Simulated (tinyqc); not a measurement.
From results back to parameters: direct gap of a germanium-like layer under biaxial tension. Three cases, with inputs chosen for the exercise.

Problem. A (001) layer under biaxial tension e_par has ezz = -2 (C12/C11) e_par, Ec = Eg + ac tr(e), E(HH) = -P - Q and E(LH) = -P + (Q - Dso + sqrt(Dso^2 + 2 Dso Q + 9 Q^2))/2 with P = -av tr(e), Q = -b (e_par - ezz). The transition from the light-hole edge is given.

Case 1.

Values chosen (near those of Ge, gaps at low temperature; shifted at random, so the results belong to these values and not to a real crystal): Eg = 0.914 eV (gap at Gamma to the s-like level); Dso = 0.284 eV (spin-orbit splitting); ac = -8.13 eV (conduction deformation potential); av = 1.22 eV (valence hydrostatic potential); b = -2.5 eV (tetragonal shear potential); C11 = 127.2 GPa; C12 = 49 GPa.

Ec - E(LH) = 0.681242 eV

Case 2.

Values chosen (near those of Ge, gaps at low temperature; shifted at random, so the results belong to these values and not to a real crystal): Eg = 0.886 eV (gap at Gamma to the s-like level); Dso = 0.292 eV (spin-orbit splitting); ac = -8.35 eV (conduction deformation potential); av = 1.23 eV (valence hydrostatic potential); b = -2.59 eV (tetragonal shear potential); C11 = 129.3 GPa; C12 = 48.9 GPa.

Ec - E(LH) = 0.705800 eV

Case 3.

Values chosen (near those of Ge, gaps at low temperature; shifted at random, so the results belong to these values and not to a real crystal): Eg = 0.908 eV (gap at Gamma to the s-like level); Dso = 0.286 eV (spin-orbit splitting); ac = -8.3 eV (conduction deformation potential); av = 1.25 eV (valence hydrostatic potential); b = -2.53 eV (tetragonal shear potential); C11 = 128.1 GPa; C12 = 48 GPa.

Ec - E(LH) = 0.528978 eV

Find: e_par; Ec - E(HH).

Solution. Ec - E(LH) falls steadily with tension, so bisection between 0 and 4 % gives the only root; then Ec - E(HH) = Eg + (ac - av) tr(e) + Q.

Case 1.

e_par = 1.340 %
Ec - E(HH) = 0.8193 eV

Case 2.

e_par = 1.020 %
Ec - E(HH) = 0.8109 eV

Case 3.

e_par = 2.070 %
Ec - E(HH) = 0.7524 eV

Computed by tinyqc, one run a case: `OMP_NUM_THREADS=1 python tinyqc.py N N+1 out.jsonl` with N = 1050807, 1050872, 1050886; one thread of a shared Intel(R) Xeon(R) Processor @ 2.30GHz, about 0.01 s a run at most.
